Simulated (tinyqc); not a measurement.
From one set of inputs to another, one input at a time: hot carriers by balance equations with a heated Maxwellian. Computed by tinyqc, a small Python program. Command: `OMP_NUM_THREADS=1 python tinyqc.py 3024534 3024535 out.jsonl hot ladder`. One thread of a shared host (Intel(R) Xeon(R) Processor @ 2.30GHz), about 0.1 s of CPU time with the checks.

The carriers follow a Maxwellian at an electron temperature T_e, slightly displaced; the drift energy is neglected against k_B T_e. The balance averages the rate, not the time, so mu_0 lies below the relaxation-time value.

The inputs printed are set A. Set A is modelled on electrons in silicon; the values taken over come from a set modelled on holes in germanium. Inputs not listed in the table keep their values of set A, so the rows need not describe a real material.

Inputs (values chosen for the exercise, modelled on electrons in silicon):
```
quantity,value,unit
effective mass m,0.317,m_0
density rho,2329,kg/m^3
sound velocity v_l,8780,m/s
acoustic deformation potential D_A,9.8,eV
phonon energy hbar w,61.7,meV
optical or intervalley deformation potential D_o,5.3,1e8 eV/cm
final valleys Z_f,5,-
lattice temperature T,200,K
electric field F,0.84,kV/cm
mixing,0.2,-
iteration cap,300,-
```

Band: parabolic. Solver: damped fixed point.

Constants: k_B = 8.617333262e-05 eV/K; k_B = 1.380649e-23 J/K; e = 1.602176634e-19 C; hbar = 1.054571817e-34 J s; m_0 = 9.1093837015e-31 kg; hbar = 6.582119569e-16 eV s.

Method:
- Parabolic band: E = hbar^2 k^2/(2 m), speed v = hbar k/m, states per spin, volume and energy g(E) = m k/(2 pi^2 hbar^2). Masses are multiplied by m_0 and all formulas are in SI units.
- Phonon occupation N_q = 1/(exp(hbar w/(k_B T)) - 1).
- Acoustic deformation potential (elastic, equipartition, absorption and emission together): 1/tau = 2 pi k_B T D_A^2 g(E)/(hbar rho v_l^2).
- Optical or intervalley deformation potential: 1/tau = (pi Z_f D_o^2/(rho w)) [N_q g(E + hbar w) + (N_q + 1) g(E - hbar w)], with g = 0 below the band edge.
- Averages over the Maxwellian, <y> = int y x^(1/2) exp(-x) dx / int x^(1/2) exp(-x) dx with x = E/(k_B T_e), split at x_0 = hbar w/(k_B T_e): 64 Gauss-Legendre points in sqrt(x) below it and 128 in sqrt(x - x_0) above it, up to x = 32. Momentum balance: mu(T_e) = e/(m nu), nu = <x (sum of rates)>/<x>. Power lost per carrier: P(T_e) = hbar w <emission rate - absorption rate> + <(2 m v_l^2/(k_B T)) (E - 2 k_B T) acoustic rate>.
- Energy relaxation time at weak heating: tau_E = (3/2) k_B / (dP/dT_e), the derivative by a central difference of +/- 0.5 K at T_e = T.
- Fixed point: T_out = T + (T_e - T) e mu(T_e) F^2/P(T_e), T_new = T_e + mixing (T_out - T_e).
- Start at T_e = 1.5 T; stop when T_e moves by less than 1e-6 K or exceeds 1e6 K.
- v = mu(T_e) F; warm-carrier coefficient (mu/mu_0 - 1)/F^2.

Each row keeps all changes above it:
```
input moved,from,to,electron temperature T_e (K),low-field mobility mu_0 (cm^2/(V s)),mobility mu(T_e) (cm^2/(V s))
set A,-,-,207.91,2263.0,2169.6
density rho (kg/m^3),2329,5323,233.02,5172.2,4368.7
sound velocity v_l (m/s),8780,5210,217.15,2277.9,2138.9
electric field F (kV/cm),0.84,0.3,202.46,2277.9,2257.0
acoustic deformation potential D_A (eV),9.8,5,206.58,6307.9,6065.4
phonon energy hbar w (meV),61.7,36.9,201.15,2416.7,2401.1
effective mass m (m_0),0.317,0.302,201.39,2728.1,2706.8
optical or intervalley deformation potential D_o (1e8 eV/cm),5.3,7.5,200.40,1547.1,1543.4
```

Which inputs carry the difference?

Electron temperature T_e goes from 208 to 200, a factor 0.964 in all. The largest single move comes from density rho (a factor 1.12), but it runs against the net change; the largest move in the direction of the net change is sound velocity v_l (a factor 0.932). Low-field mobility mu_0 goes from 2260 to 1550, a factor 0.684 in all. The largest single move comes from acoustic deformation potential D_A (a factor 2.77), but it runs against the net change; the largest move in the direction of the net change is phonon energy hbar w (a factor 0.383). Mobility mu(T_e) goes from 2170 to 1540, a factor 0.711 in all. The largest single move comes from acoustic deformation potential D_A (a factor 2.69), but it runs against the net change; the largest move in the direction of the net change is phonon energy hbar w (a factor 0.396). The single moves hold for this order of the switches; the total does not depend on the order.

Caution (rows set A, density rho, acoustic deformation potential D_A, phonon energy hbar w, effective mass m, optical or intervalley deformation potential D_o): the drift energy m v^2/2 is not small against the heating (3/2) k_B (T_e - T), so T_e - T is rough.

Extremes, crossings and ranges named in words are read from the listed rows.
